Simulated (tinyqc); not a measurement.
# Changing the cell length L

Model: finite-size error of a charged defect in a periodic cell: Madelung and Makov-Payne terms. Computed by tinyqc, a small Python program. Command: `OMP_NUM_THREADS=1 python tinyqc.py 3001122 3001123 out.jsonl imagecharge sweep`. One thread of a shared host (Intel(R) Xeon(R) Processor @ 2.30GHz), about 0.06 s of CPU time with the checks.

L is the cube root of the cell volume. The defect charge is a Gaussian, rho(r) = q (2 pi sigma^2)^(-3/2) exp(-r^2/2 sigma^2), repeated periodically in a uniform neutralising background and screened by a continuum. The model cell energy is E(L) = E_0 + [periodic - isolated electrostatic energy].

Inputs (values chosen for the exercise, with screening close to that of AlN):
```
quantity,value,unit
charge q,3,e
dielectric constant eps,8.7,-
width sigma of the defect charge,2,angstrom
formation energy of the isolated defect E_0,2.781,eV
```

Supercell lattice: bcc. Screening: isotropic.

Constants: e^2/(4 pi eps_0) = 14.39964548 eV angstrom.

Method:
- Cell vectors: (-1,1,1), (1,-1,1), (1,1,-1), scaled to volume L^3.
- Ewald sum for a unit point charge: scale each Cartesian component of the cell by 1/sqrt(eps_i), giving R', G' and V'; E = [ (1/2) sum erfc(eta R')/R' + (2 pi/V') sum exp(-G'^2/4 eta^2)/G'^2 - eta/sqrt(pi) - pi/(2 V' eta^2) ] e^2/(4 pi eps_0) / sqrt(eps_x eps_y eps_z), over n_i = -6..6, omitting n = (0,0,0), eta = 2/V'^(1/3). alpha = -2 E eps_g L/(e^2/(4 pi eps_0)), eps_g = (eps_x eps_y eps_z)^(1/3).
- Periodic energy of the Gaussian: (2 pi q^2/V) sum_(G != 0) exp(-sigma^2 G^2)/(G.eps.G) x e^2/(4 pi eps_0), n_i = -k..k with k = max(9, L/sigma rounded up). Isolated energy: q^2/(2 sqrt(pi) sigma) <1/(n.eps.n)> e^2/(4 pi eps_0), the mean over directions n, here 1/eps.

One run for each value:
```
cell length L (angstrom),finite-size error (eV),point-charge correction -q^2 E (eV),E(L) (eV)
6.5,-2.070,3.310,0.711
8.1,-1.965,2.656,0.816
10.0,-1.778,2.151,1.003
13.0,-1.484,1.655,1.297
16.0,-1.253,1.345,1.528
19.0,-1.078,1.132,1.703
24.0,-0.869,0.896,1.912
30.0,-0.703,0.717,2.078
```

What does the table show, and why?

Over the rows, finite-size error (eV) rises from -2.07 to -0.703 (exponent d ln y / d ln x -0.24 between the first rows and -0.95 between the last); point-charge correction -q^2 E (eV) falls from 3.31 to 0.717 (exponent d ln y / d ln x about -1.00 throughout); E(L) (eV) rises from 0.711 to 2.08 (exponent d ln y / d ln x 0.62 between the first rows and 0.37 between the last). At the high end the exponent of finite-size error is -0.95, close to -1: the Madelung term rules in large cells. The exponent of point-charge correction -q^2 E stays at -1: the Madelung term goes as 1/L.

Caution (rows 6.50, 8.10): the nearest image is closer than five widths, so the tails of the charge clouds overlap and the expansion in 1/L is no longer exact.
